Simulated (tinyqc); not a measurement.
Rayleigh-quotient iteration on a symmetric matrix, step by step. Computed by tinyqc, a small Python program that keeps every step. Settings: method = rayleigh, shift = -0.44. Command: `OMP_NUM_THREADS=1 python tinyqc.py 22051 22052 out.jsonl` (the two numbers bound the seeds that draw the settings). One thread of a shared host (Intel(R) Xeon(R) Processor @ 2.60GHz), about 0.01 s of CPU time with the checks.

## Step 1

A, lower triangle:
```
,1,2,3,4
1,0.308000
2,-1.155000,2.997000
3,1.059000,0.203000,4.041000
4,-0.077000,0.115000,0.200000,5.279000
```

vector v at the start: 0.500000  0.500000  0.500000  0.500000

shift = -0.440000

solve (A - shift) w = v; v' = w/|w| with its largest component positive (the first on a tie); lambda = v'^T A v'; the next shift is lambda.

vector after step 1: 0.915199  0.337447  -0.219022  0.023868

Rayleigh quotient after step 1 = -0.375456

## Step 2

As before.

vector after step 2: 0.915259  0.326904  -0.235022  0.014119

Rayleigh quotient after step 2 = -0.377652

## Course of the iteration

Stop when the residual |A v - lambda v| is below 1e-9.

Steps:
```
step,lambda,residual
1,-0.37545556,1.04e-01
2,-0.37765165,4.72e-05
3,-0.37765165,5.00e-15
```

all eigenvalues, for comparison: -0.377652  3.377730  4.305069  5.319853

Converged in 3 steps.
